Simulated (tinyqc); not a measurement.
Worked calculation: precursor delivery by bubblers, mass-transport growth and the solid composition of a III-V alloy. Computed by tinyqc, a small Python program that keeps every step. Command: `OMP_NUM_THREADS=1 python tinyqc.py 3030473 3030474 out.jsonl movpe_thermo walk`. One thread of a shared host (Intel(R) Xeon(R) Processor @ 2.30GHz), about 0.01 s of CPU time with the checks. Intermediate numbers are printed to about 6 digits and carried at full precision; extremes and crossings named in words are read from the listed rows.

1 sccm = 44.615 micromol/min; 1 torr = 133.322 Pa. The sources decompose fully at the surface.

Inputs (values chosen for the exercise, modelled on triethylgallium (source 1) and trimethylindium (source 2) for the vapour pressures): bath temperature T1 = 286 K; bath temperature T2 = 291 K; bubbler pressure p_b = 760 torr; carrier flow F1 = 140 sccm; carrier flow F2 = 320 sccm; total flow F_t = 11 slm; group-V flow F_V = 69 sccm; reactor pressure p = 200 torr; growth temperature T = 960 K; diffusivity at 273 K and 760 torr = 0.31 cm^2/s; flow cross-section A = 41 cm^2; distance from the leading edge z = 5.5 cm; lattice constant a = 5.6 angstrom; interaction L0 of the solid = 16.8 kJ/mol; log10 of p_B,eq over pure BC at 1000 K and 1 torr of group V (exaggerated: liquid indium has about -4.1) = -2.9 log10 torr; enthalpy of that equilibrium H = 347 kJ/mol.

Alloy: mixing on the group-III sites, with desorption of B.

constants a, b of source 1 (log10 torr, K): [8.074, 2162]

constants a, b of source 2 (log10 torr, K): [10.51, 3014]

Constants: k_B = 1.380649e-23 J/K; R = 8.314462618 J/(mol K).

## Bubblers

log10 p_v = a - b/T_bath; molar flow = F x 44.615 x p_v/(p_b - p_v) for a saturated bubbler.

vapour pressure 1 = 3.27009 torr

molar flow 1 = 26.9915 micromol/min

vapour pressure 2 = 1.42106 torr

molar flow 2 = 26.7449 micromol/min

One kelvin of bath error changes flow 1 by 6.1 % and flow 2 by 8.2 %.

## Partial pressures in the reactor

p_i = p n_i/(44615 F_t), F_t in slm; p_V = p F_V/(1000 F_t), counted per molecule supplied; V/III = 44.615 F_V/(n1 + n2); vapour fraction of source 2 = n2/(n1 + n2).

p_1 = 0.0109998 torr

p_2 = 0.0108993 torr

p_V = 1.25455 torr

V/III ratio = 57.2876

vapour fraction of source 2 = 0.497706

## Mass transport

Mean velocity u = (F_t/A)(760/p)(T/273); D = D0 (T/273)^1.75 (760/p); boundary layer delta = sqrt(pi D z/u); flux = D dp/(delta k_B T); growth rate = flux x a^3/4.

velocity u = 59.7516 cm/s

D = 10.6374 cm^2/s

boundary layer delta = 1.75388 cm

growth rate per torr of group III = 96.4251 micrometre/(h torr)

Caution: the boundary layer is a quarter or more of the root of the cross-section, so it fills much of the channel and depletion along the flow matters.

## Solid composition

A sticks fully. B desorbs: its surface pressure is p_B* = x gamma_B K/sqrt(p_V), ln gamma_B = L0 (1 - x)^2/(R T), K = 10^(log10 K at 1000 K) exp[-(H/R)(1/T - 1/1000)], p_V in torr. With equal diffusivities x = (p_2 - p_B*)/(p_1 + p_2 - p_B*). Growth rate = rate per torr x p_1/(1 - x).

K/sqrt(p_V) = 1.97490e-04 torr

solid fraction x = 0.493840

share of B incorporated, 1 - p_B*/p_2 = 0.984657

growth rate = 2.09549 micrometre/h

Desorption is negligible: the solid copies the vapour. Caution: x lies inside the spinodal of the bulk alloy, 2 L0 x (1 - x) > R T; only kinetics or coherency strain keep such a layer uniform.

## Incorporation against temperature

A sticks fully. B desorbs: its surface pressure is p_B* = x gamma_B K/sqrt(p_V), ln gamma_B = L0 (1 - x)^2/(R T), K = 10^(log10 K at 1000 K) exp[-(H/R)(1/T - 1/1000)], p_V in torr. With equal diffusivities x = (p_2 - p_B*)/(p_1 + p_2 - p_B*).

At fixed flows:
```
T (K)  K/sqrt(p_V) (torr)         x  share of B incorporated, 1 - p_B*/p_2
922           3.29154e-05  0.497052                               0.997387
962           2.16171e-04  0.493476                               0.983223
999           1.07799e-03  0.476324                               0.917963
1026          3.23643e-03  0.428893                               0.757908
1058          1.10759e-02  0.220293                               0.285138
1088          3.28666e-02  0.060145                               0.064584
1123          1.08633e-01  0.017342                               0.017810
1174          5.45878e-01  0.003603                               0.003649
```

x equals the vapour fraction 0.498 while gamma_B K/sqrt(p_V) is small against p_1 + p_2 = 0.022 torr and falls once it is not. Between the last rows the apparent energy R d ln x/d(1/T) is 338 kJ/mol, against H = 347. Caution: rows with 2 L0 x (1 - x) > R T lie inside the spinodal of the bulk alloy.

Checks made by the program: the sensitivity to the bath against a difference (relative difference below 1e-10).
